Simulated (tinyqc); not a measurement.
What each parameter does: Landau levels with Rashba coupling.

H = (p + eA)^2/2m + aR (sx ky - sy kx) + gs muB B sz/2. With d = 1/2 - gs m/4: E_0 = d hbar wc, and E(N, +/-) = hbar wc [N +/- sqrt(d^2 + 2 N aR^2/(l hbar wc)^2)] for N >= 1.

In a field B along z: l = 1/sqrt((e/hbar) B) is the magnetic length, n_B = B/(h/e) the number of states per area in one level, hbar wc = 2 muB B/m for mass m in m0; 1/angstrom^2 = 1e16/cm^2.

Each listed level takes n_B electrons. At zero temperature and without broadening EF sits in the partly filled level.

Constants: e/hbar = 1.519267448e-05 1/(T angstrom^2); h/e = 413566.7697 T angstrom^2; muB = 5.788381798e-05 eV/T.

Inputs chosen for the exercise (near those of an asymmetric GaAs well; shifted at random, so the results belong to these values and not to a real crystal):
- m = 0.07 m0 (mass)
- gs = -0.44 (g factor)
- aR = 0.05 eV angstrom (Rashba constant)
- B = 4.2 T (magnetic field)
- n = 5.9 x 1e11/cm^2 (electron sheet density)

The second and third levels from below, nu = n/n_B, and EF.

Results for these values:
```
case  second level (meV)  third level (meV)    nu  EF (meV)
base                3.53              10.28  5.81     17.51
```

What happens to each result for gs = -0.528, all else kept?

Answer: second level rises from 3.53 to 3.54; third level falls from 10.28 to 10.27; nu does not change at the printed digits; EF rises from 17.51 to 17.52.

The same for each parameter in turn:
```
case                     second level (meV)  third level (meV)    nu  EF (meV)
base                                   3.53              10.28  5.81     17.51
B = 3.57 T                             3.00               8.72  6.83     20.44
m = 0.0595 m0                          4.14              12.13  5.81     20.56
gs = -0.528                            3.54              10.27  5.81     17.52
aR = 0.0425 eV angstrom                3.53              10.30  5.81     17.48
n = 7.08 x 1e11/cm^2                   3.53              10.28  6.97     24.08
```

Computed by tinyqc, a small Python program: `OMP_NUM_THREADS=1 python tinyqc.py 1250143 1250144 out.jsonl` (the numbers bound the seed that draws the inputs); one thread of a shared host (Intel(R) Xeon(R) Processor @ 2.30GHz), about 0.01 s for the whole set of steps.
